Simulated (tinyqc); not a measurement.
MP2 on RHF in the 6-311g basis, for H2, spin multiplicity 1, step by step. One step of it, computed by the program tinyqc.

Task: Second-order Moller-Plesset energy. E2 = sum_ijab (ia|jb) [2 (ia|jb) - (ib|ja)] / (e_i + e_j - e_a - e_b) over occupied i, j and virtual a, b; the opposite-spin part is (ia|jb)^2 / denominator, the rest is same-spin, and SCS-MP2 scales them by 6/5 and 1/3.

orbital energies (hartree): MO1 -0.521372, MO2 0.117727, MO3 0.330302, MO4 0.543188, MO5 2.528093, MO6 2.659166

Two-electron integrals over orbitals (pq|rs), unique and non-zero (hartree):
```
(11|11) 0.562355    (21|21) 0.076370    (22|11) 0.372470    (22|22) 0.319731
(31|11) -0.118449   (31|22) -0.041221   (31|31) 0.053832    (32|21) 0.011337
(32|32) 0.028736    (33|11) 0.354510    (33|22) 0.282442    (33|31) -0.039682
(33|33) 0.281104    (41|21) -0.075560   (41|32) 0.011032    (41|41) 0.094244
(42|11) -0.139974   (42|22) -0.062600   (42|31) 0.049559    (42|33) -0.052645
(42|42) 0.066710    (43|21) 0.053328    (43|32) 0.012909    (43|41) -0.050765
(43|43) 0.044208    (44|11) 0.449125    (44|22) 0.336251    (44|31) -0.079657
(44|33) 0.305045    (44|42) -0.100943   (44|44) 0.389496    (51|21) -0.028550
(51|32) 0.020405    (51|41) 0.052559    (51|43) -0.028045   (51|51) 0.072317
(52|11) -0.029792   (52|22) 0.004357    (52|31) 0.025048    (52|33) -0.006445
(52|42) 0.013943    (52|44) -0.021003   (52|52) 0.030747    (53|21) 0.034803
(53|32) -0.009360   (53|41) -0.047439   (53|43) 0.024517    (53|51) -0.040986
(53|53) 0.031392    (54|11) 0.123668    (54|22) 0.042008    (54|31) -0.056725
(54|33) 0.046214    (54|42) -0.054076   (54|44) 0.087939    (54|52) -0.041844
(54|54) 0.082764    (55|11) 0.588055    (55|22) 0.387821    (55|31) -0.138524
(55|33) 0.359878    (55|42) -0.159936   (55|44) 0.483793    (55|52) -0.064386
(55|54) 0.182166    (55|55) 0.712113    (61|11) -0.058275   (61|22) -0.019474
(61|31) 0.036898    (61|33) -0.017993   (61|42) 0.032379    (61|44) -0.052694
(61|52) 0.038860    (61|54) -0.065660   (61|55) -0.128015   (61|61) 0.068976
(62|21) -0.014360   (62|32) 0.008417    (62|41) 0.025390    (62|43) -0.016247
(62|51) 0.038144    (62|53) -0.019673   (62|62) 0.022384    (63|11) 0.085532
(63|22) 0.039272    (63|31) -0.034153   (63|33) 0.031975    (63|42) -0.037943
(63|44) 0.064850    (63|52) -0.019851   (63|54) 0.047822    (63|55) 0.122751
(63|61) -0.038142   (63|63) 0.032102    (64|21) 0.032810    (64|32) -0.019962
(64|41) -0.054624   (64|43) 0.025781    (64|51) -0.062557   (64|53) 0.039213
(64|62) -0.033730   (64|64) 0.060500    (65|21) 0.118482    (65|32) -0.011969
(65|41) -0.145062   (65|43) 0.088692    (65|51) -0.118899   (65|53) 0.090607
(65|62) -0.062355   (65|64) 0.115742    (65|65) 0.292552    (66|11) 0.590912
(66|22) 0.380933    (66|31) -0.137106   (66|33) 0.361745    (66|42) -0.159940
(66|44) 0.479886    (66|52) -0.064594   (66|54) 0.179683    (66|55) 0.700977
(66|61) -0.117304   (66|63) 0.118291    (66|66) 0.701742
```

Hartree-Fock energy = -1.09133398 hartree

Give: Terms; Pair energies; MP2 correlation energy; SCS-MP2 correlation energy; MP2 total energy.

Result:

Terms:
```
i  j  a  b  (ia|jb)  (ib|ja)  denominator       term
1  1  2  2   0.0764   0.0764      -1.2782    -0.0046
1  1  4  4   0.0942   0.0942      -2.1291    -0.0042
1  1  4  2  -0.0756  -0.0756      -1.7037    -0.0034
1  1  2  4  -0.0756  -0.0756      -1.7037    -0.0034
1  1  3  3   0.0538   0.0538      -1.7033    -0.0017
1  1  5  5   0.0723   0.0723      -6.0989    -0.0009
1  1  6  6   0.0690   0.0690      -6.3611    -0.0007
1  1  5  4   0.0526   0.0526      -4.1140    -0.0007
1  1  4  5   0.0526   0.0526      -4.1140    -0.0007
1  1  6  3   0.0369   0.0369      -4.0322  -3.38e-04
1  1  3  6   0.0369   0.0369      -4.0322  -3.38e-04
1  1  2  5  -0.0286  -0.0286      -3.6886  -2.21e-04
1  1  5  2  -0.0286  -0.0286      -3.6886  -2.21e-04
```

Pair energies (hartree; pair i-j sums ij and ji):
```
pair  opposite spin  same spin
1-1         -0.0212          0
```

MP2 correlation energy = -0.021204 hartree

SCS-MP2 correlation energy = -0.025445 hartree

MP2 total energy = -1.112538 hartree
